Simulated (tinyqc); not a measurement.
Inside a calculation. Method: coupled-perturbed Hartree-Fock on RHF in the sto-3g basis, for BeH+, spin multiplicity 1. One step of it, computed by the program tinyqc.

Question. Integrals over molecular orbitals. (pq|rs) = sum C_ip C_jq C_kr C_ls (ij|kl), one index at a time.

coefficients C:
```
               MO1        MO2        MO3       MO4        MO5        MO6
1Be 1s    0.992954  -0.194042  -0.200564  0.000000   0.000000   0.115538
1Be 2s    0.026385   0.611161   0.749065  0.000000   0.000000  -0.584666
1Be 2px   0.000000   0.000000   0.000000  0.148536   0.988907   0.000000
1Be 2py   0.000000   0.000000   0.000000  0.988907  -0.148536   0.000000
1Be 2pz  -0.001881   0.275644  -0.613795  0.000000   0.000000  -0.914175
2H 1s    -0.002805   0.495288  -0.305047  0.000000   0.000000   1.069302
```

core Hamiltonian H = T + V (hartree), lower triangle:
```
            1Be 1s     1Be 2s    1Be 2px    1Be 2py    1Be 2pz      2H 1s
1Be 1s   -8.196207
1Be 2s   -2.017663  -2.421352
1Be 2px   0.000000   0.000000  -1.924219
1Be 2py   0.000000   0.000000   0.000000  -1.924219
1Be 2pz  -0.012500  -0.117971   0.000000   0.000000  -2.011521
2H 1s    -0.305476  -0.851073   0.000000   0.000000  -0.958677  -1.779625
```

Two-electron integrals (ij|kl) in chemists' order, unique and non-zero (hartree):
```
(11|11) 2.298831   (21|11) 0.392036   (21|21) 0.079539   (22|11) 0.570988
(22|21) 0.143041   (22|22) 0.417683   (31|31) 0.014607   (32|31) 0.021888
(32|32) 0.092265   (33|11) 0.569578   (33|21) 0.143083   (33|22) 0.417589
(33|33) 0.449859   (41|41) 0.014607   (42|41) 0.021888   (42|42) 0.092265
(43|43) 0.024249   (44|11) 0.569578   (44|21) 0.143083   (44|22) 0.417589
(44|33) 0.401360   (44|44) 0.449859   (51|51) 0.014607   (52|51) 0.021888
(52|52) 0.092265   (53|53) 0.024249   (54|54) 0.024249   (55|11) 0.569578
(55|21) 0.143083   (55|22) 0.417589   (55|33) 0.401360   (55|44) 0.401360
(55|55) 0.449859   (61|11) 0.057532   (61|21) 0.011666   (61|22) 0.021166
(61|33) 0.021023   (61|44) 0.021023   (61|51) 0.001026   (61|52) 0.001944
(61|55) 0.021462   (61|61) 0.001793   (62|11) 0.158054   (62|21) 0.040274
(62|22) 0.130629   (62|33) 0.125460   (62|44) 0.125460   (62|51) 0.005228
(62|52) 0.033816   (62|55) 0.140844   (62|61) 0.006535   (62|62) 0.064305
(63|31) 0.003443   (63|32) 0.016715   (63|53) 0.005647   (63|63) 0.005413
(64|41) 0.003443   (64|42) 0.016715   (64|54) 0.005647   (64|64) 0.005413
(65|11) 0.176782   (65|21) 0.045547   (65|22) 0.154640   (65|33) 0.145529
(65|44) 0.145529   (65|51) 0.008385   (65|52) 0.052242   (65|55) 0.172702
(65|61) 0.007672   (65|62) 0.086010   (65|65) 0.117971   (66|11) 0.328086
(66|21) 0.085003   (66|22) 0.310166   (66|33) 0.288238   (66|44) 0.288238
(66|51) 0.012077   (66|52) 0.103532   (66|55) 0.353721   (66|61) 0.014037
(66|62) 0.199423   (66|65) 0.281552   (66|66) 0.774606
```

Give: one-electron integrals over orbitals h = C^T H C; Two-electron integrals over orbitals.

Answer.

one-electron integrals over orbitals h = C^T H C (hartree), lower triangle:
```
        1       2       3       4       5       6
1  -8.187
2   0.167  -2.081
3   0.199  -0.031  -1.908
4   0.000   0.000   0.000  -1.924
5   0.000   0.000   0.000   0.000  -1.924
6  -0.072   0.212  -0.067   0.000   0.000  -1.641
```

Two-electron integrals over orbitals (pq|rs), unique and non-zero (hartree):
```
(11|11) 2.276       (21|11) -0.167      (21|21) 0.021       (22|11) 0.463
(22|21) 4.08e-04    (22|22) 0.489       (31|11) -0.173      (31|21) 0.017
(31|22) -0.016      (31|31) 0.027       (32|11) 0.058       (32|21) -0.006
(32|22) -0.068      (32|31) 2.20e-03    (32|32) 0.048       (33|11) 0.541
(33|21) -0.012      (33|22) 0.322       (33|31) 3.38e-03    (33|32) 0.033
(33|33) 0.448       (41|41) 0.016       (42|41) 0.014       (42|42) 0.044
(43|41) 0.014       (43|42) 0.033       (43|43) 0.050       (44|11) 0.569
(44|21) -0.006      (44|22) 0.356       (44|31) -0.006      (44|32) 0.029
(44|33) 0.392       (44|44) 0.450       (51|51) 0.016       (52|51) 0.014
(52|52) 0.044       (53|51) 0.014       (53|52) 0.033       (53|53) 0.050
(54|54) 0.024       (55|11) 0.569       (55|21) -0.006      (55|22) 0.356
(55|31) -0.006      (55|32) 0.029       (55|33) 0.392       (55|44) 0.401
(55|55) 0.450       (61|11) 0.094       (61|21) -0.015      (61|22) -0.010
(61|31) -3.23e-03   (61|32) 0.008       (61|33) 0.016       (61|44) 2.24e-03
(61|55) 2.24e-03    (61|61) 0.017       (62|11) -0.132      (62|21) 1.95e-03
(62|22) 0.037       (62|31) 0.008       (62|32) -0.051      (62|33) -0.021
(62|44) -0.065      (62|55) -0.065      (62|61) 3.33e-03    (62|62) 0.121
(63|11) 0.063       (63|21) -3.32e-03   (63|22) -0.056      (63|31) 0.005
(63|32) 0.043       (63|33) 0.056       (63|44) 0.027       (63|55) 0.027
(63|61) 0.007       (63|62) -0.055      (63|63) 0.059       (64|41) -0.008
(64|42) -0.028      (64|43) -0.011      (64|64) 0.024       (65|51) -0.008
(65|52) -0.028      (65|53) -0.011      (65|65) 0.024       (66|11) 0.495
(66|21) -1.21e-03   (66|22) 0.493       (66|31) -0.014      (66|32) -0.070
(66|33) 0.349       (66|44) 0.360       (66|55) 0.360       (66|61) -0.007
(66|62) 0.067       (66|63) -0.060      (66|66) 0.532
```
